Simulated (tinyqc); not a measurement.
Worked calculation: space-charge-limited current through a thin insulating or semi-insulating film with traps. Computed by tinyqc, a small Python program that keeps every step. Command: `OMP_NUM_THREADS=1 python tinyqc.py 3016847 3016848 out.jsonl sclc walk`. One thread of a shared host (Intel(R) Xeon(R) Processor @ 2.30GHz), about 0.01 s of CPU time with the checks. Intermediate numbers are printed to about 7 digits and carried at full precision; extremes and crossings named in words are read from the listed rows.

One ohmic injecting contact at x = 0 (field zero), drift only, non-degenerate free carriers.

Inputs (values chosen for the exercise, modelled on Si3N4):
```
quantity,value,unit
permittivity eps,7.5,-
band mobility mu,0.14,cm^2/(V s)
effective density of states N_c,9.3e+19,1/cm^3
trap density N_t,2.9e+16,1/cm^3
"equilibrium Fermi level below the band edge, E_0",0.82,eV
thickness d,170,nm
"free density at the anode, in units of N_c",2e-09,-
temperature T,300,K
characteristic temperature T_c,700,K
```

Traps: exponential tail.

Constants: k_B = 8.617333262e-05 eV/K; e = 1.602176634e-19 C; eps_0 = 8.8541878128e-12 F/m.

## Equilibrium and landmark voltages

Free density n_0 = N_c exp(-E_0/k_B T) in equilibrium; trapped density n_t(n) = N_t (n/N_c)^(T/T_c) (the low-temperature form). theta = n/(n + n_t) at the anode density; trap-filled-limit voltage V_TFL = e (N_t - n_t(n_0)) d^2/(2 eps eps_0).

n_0 = 1559873 1/cm^3

n_t(n_0) = 3.619577e+10 1/cm^3

theta = 0.03315890

V_TFL = 1.011034 V

## One point of the curve

J = e mu n F and (eps eps_0/e) dF/dx = n - n_0 + n_t(n) - n_t(n_0) = rho(n). With F = J/(e mu n): d = (eps eps_0 J/(e^2 mu)) I_1 and V = (eps eps_0 J^2/(e^3 mu^2)) I_2, I_k = int_(n_L)^infinity dn/(n^(k+1) rho(n)), n_L the density at the anode; with u = n_L/n, 200 Gauss-Legendre points in t, u = 1 - (1 - t)^2. Anode field J/(e mu n_L); Mott-Gurney current (9/8) eps eps_0 mu V^2/d^3; ohmic current e n_0 mu V/d.

I_1 = 6.605549e-25 cm^6

I_2 = 2.112292e-36 cm^9

current density J = 1.392768e-07 A/cm^2

voltage V = 3.375471e-04 V

anode field over mean field V/d = 1.681287

trap-free Mott-Gurney current = 2.425563e-06 A/cm^2

ohmic current = 6.947253e-13 A/cm^2

J is 0.0574 times the trap-free law and 200000 times the ohmic current; theta is 0.0332. The field ratio is 1 for ohmic flow, 3/2 for the square law and 2 for a uniform fixed charge; here 1.68. Caution: V is below 10 k_B T/e, where diffusion from the contact, left out here, dominates.

## The whole curve

The last column is d ln J/d ln V up to the next row.

Current against voltage:
```
n_L (1/cm^3),V (V),J (A/cm^2),slope
1.60e+06,2.972912e-07,7.605982e-16,2.006685
1.90e+07,4.693449e-06,1.931018e-13,2.992816
2.20e+08,1.624009e-05,7.928700e-12,3.209138
2.60e+09,4.980988e-05,2.891856e-10,3.253335
3.00e+10,1.474135e-04,9.867776e-09,3.172399
3.50e+11,4.547485e-04,3.517747e-07,2.905988
4.10e+12,1.631291e-03,1.440097e-05,2.501055
4.70e+13,8.070930e-03,7.854249e-04,2.191626
5.50e+14,6.205499e-02,6.863786e-02,2.056347
6.40e+15,6.266047e-01,7.972277e+00,2.014642
7.50e+16,7.063684e+00,1.049691e+03,2.003650
8.70e+17,8.114325e+01,1.397571e+05,-
```

The slope starts at 2.01, peaks at 3.3 between 4.98e-5 and 1.47e-4 V and ends at 2.00. Rows below 0.26 V (10 k_B T/e) are formal, since diffusion from the contact rules there. Self-heating is left out, although J V exceeds 1e5 W/cm^2 at the last row. Rows above 51.0 V are formal, since the mean field exceeds 3 MV/cm and breakdown sets in. An exponential tail gives the power law T_c/T + 1 = 3.33, which the middle rows approach.

Checks made by the program: trap-free limit against the Mott-Gurney law (relative difference 5e-08).
